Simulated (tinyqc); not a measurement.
# Composition and strain of an epitaxial Si(1-x)Ge(x) layer from Raman and X-ray peaks, step by step

A worked calculation. Computed by tinyqc, a small Python program that keeps every step. Command: `OMP_NUM_THREADS=1 python tinyqc.py 3005760 3005761 out.jsonl epiraman walk`. One thread of a shared host (Intel(R) Xeon(R) Processor @ 2.30GHz), about 0.01 s of CPU time with the checks. Intermediate numbers are printed to about 5 digits and carried at full precision; extremes and crossings named in words are read from the listed rows.

A (001) layer, biaxially strained in the plane. The Raman peaks follow empirical lines omega = w0 + c1 x + c3 x^3 + b eps (c3 for Si-Ge alone), with eps the in-plane strain.

Inputs (values chosen for the exercise, modelled on silicon-germanium): Ge fraction x = 0.12; degree of relaxation R = 0; Ge fraction y of the buffer = 0.05; lattice constant of Si = 5.431 angstrom; lattice constant of Ge = 5.658 angstrom; bowing B = 0.026 angstrom; 2 C12/C11 of Si = 0.769; 2 C12/C11 of Ge = 0.757; Si-Si: w0 = 520.2 1/cm; Si-Si: c1 = -64.7 1/cm; Si-Si: strain coefficient b = -720 1/cm; Si-Ge: w0 = 400.4 1/cm; Si-Ge: c1 = 23.6 1/cm; Si-Ge: c3 = -33.2 1/cm; Si-Ge: strain coefficient b = -564 1/cm; Ge-Ge: w0 = 280.5 1/cm; Ge-Ge: c1 = 19.7 1/cm; Ge-Ge: strain coefficient b = -458 1/cm; uncertainty of a Raman peak = 0.3 1/cm; X-ray wavelength = 1.540598 angstrom.

Substrate: relaxed alloy buffer. Pair of peaks used: Si-Si and Si-Ge.

## Lattice constants and strain

Relaxed lattice constant a(x) = a_Si + (a_Ge - a_Si) x - B x (1 - x). In-plane constant a_par = a_sub + R (a(x) - a_sub); eps = a_par/a(x) - 1; eps_perp = -(2 C12/C11) eps with 2 C12/C11 linear in x; a_perp = a(x) (1 + eps_perp). The buffer has a_sub = a(y).

relaxed constant a(x) = 5.4555 angstrom

substrate constant a_sub = 5.441115 angstrom

a_par = 5.441115 angstrom

in-plane strain eps = -2.6358 per mille

strain along the normal = 2.0231 per mille

a_perp = 5.4665 angstrom

The layer is under compression in the plane and is stretched along the normal.

## Raman peaks

Insert x and eps in the three lines; the strain part is b eps.

Si-Si peak = 514.33 1/cm

Si-Ge peak = 404.66 1/cm

Ge-Ge peak = 284.07 1/cm

strain parts (1/cm): Si-Si 1.8978, Si-Ge 1.4866, Ge-Ge 1.2072

Read as unstrained, the Si-Si peak would give x = 0.091 in place of 0.12. Caution: near either end one of the like-atom peaks is weak, since its intensity follows the number of such bonds.

## X-ray (004) reflection

Bragg angle theta = arcsin(2 lambda/a) for (004), for the substrate with a_sub and the layer with a_perp; separation in arc seconds.

theta of the substrate = 34.491 degree

theta of the layer = 34.308 degree

separation, layer less substrate = -658.18 arcsec

## Back from two peaks to composition and strain

Unknowns x and eps (per mille). Newton steps: J d = (measured - model), J = [d omega/dx, d omega/d eps] for the two peaks; start at x = 0.5, eps = 0; stop when |d| < 1e-9. The peaks are rounded to 0.001 per cm; R = (a(x)(1 + eps) - a_sub)/(a(x) - a_sub).

peaks used (1/cm): Si-Si 514.334, Si-Ge 404.661

Iterations:
```
step        x  eps (per mille)  residual 1 (1/cm)  residual 2 (1/cm)
0     0.50000           0.0000             26.484        -3.3890e+00
1     0.01126           7.1354              0.000         8.0197e+00
2     0.11924          -2.5679              0.000         5.4877e-02
3     0.11999          -2.6356              0.000         6.7506e-06
4     0.11999          -2.6356              0.000                  0
```

recovered x = 0.11999

recovered eps = -2.6356 per mille

recovered R = 0

## Which pair of peaks is best

For each pair invert J = [d omega/dx, d omega/d eps] at the true x. Independent errors of the given size in both peaks give sigma_x and sigma_eps = uncertainty x (norm of the rows of the inverse of J).

Error propagation:
```
pair               det J    sigma_x  sigma_eps (per mille)
Si-Si and Si-Ge   52.450  0.0052313                0.39118
Si-Si and Ge-Ge  43.8166  0.0058425                0.46306
Si-Ge and Ge-Ge  0.95888    0.22731                 9.2780
```

The pair Si-Si and Si-Ge fixes x best (sigma_x = 0.0052) and Si-Ge and Ge-Ge worst (0.23), a factor 43. Strain moves all peaks the same way, so a good pair needs different ratios of composition slope to strain coefficient, best of opposite sign; the slopes here are -64.7, 22.2 and 19.7 per cm for Si-Si, Si-Ge and Ge-Ge. Errors in the coefficients themselves are not counted.

## Relaxation at fixed composition

(004) Bragg angle theta = arcsin(2 lambda/a), with a = a_perp for the layer and a_sub for the substrate; separation = layer less substrate. The apparent x is the one that a fully strained layer (R = 0) would need to give the same a_perp.

Signatures; columns: (1) R; (2) eps (per mille); (3) Si-Si (1/cm); (4) Ge-Ge (1/cm); (5) a_perp (angstrom); (6) (004) separation (arcsec); (7) apparent x if R = 0 is assumed:
```
(1)       (2)     (3)     (4)     (5)      (6)      (7)
0.00  -2.6358  514.33  284.07  5.4665  -658.18  0.12000
0.15  -2.2404  514.05  283.89  5.4649  -615.54  0.11548
0.30  -1.8450  513.76  283.71  5.4632  -572.86  0.11095
0.50  -1.3179  513.38  283.47  5.4610  -515.92  0.10490
0.70  -0.7907  513.01  283.23  5.4588  -458.91  0.09885
0.85  -0.3954  512.72  283.05  5.4571  -416.12  0.09430
1.00   0.0000  512.44  282.86  5.4555  -373.30  0.08975
```

Full relaxation moves the Si-Si peak by -1.90 per cm and shrinks the X-ray separation to 57 % of its strained value, about 1/(1 + 2 C12/C11). A symmetric reflection alone cannot part x from R: a relaxed layer read as strained gives x = 0.090 in place of 0.12. An asymmetric reflection or a second peak is needed.

Checks made by the program: recovered composition (relative difference 5e-05).
